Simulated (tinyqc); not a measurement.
# Scale length and barrier from the threshold roll-off

Inverse problem. For L well above Lambda the threshold falls by 2 m sqrt(A (A + Vds)) exp(-pi L/(2 Lambda)), A being the height of the source potential over the barrier top; the two values follow this form. Find Lambda and A.

Inputs (values chosen for the exercise):
```
symbol,value,unit,meaning
m,1,,long-channel body factor
Vds,0.6,V,drain voltage
```

threshold lowering at L = 45 and 72 nm (mV): [70.548578, 10.708904]

Solution. The ratio of the two values gives Lambda; the prefactor gives A (A + Vds), a quadratic with one positive root.

Lambda = 22.5 nm
A = 0.570 V

tinyqc, about 0.01 s, one thread, Intel Xeon 2.30GHz (shared host): `OMP_NUM_THREADS=1 python tinyqc.py 2420115 2420116 out.jsonl`
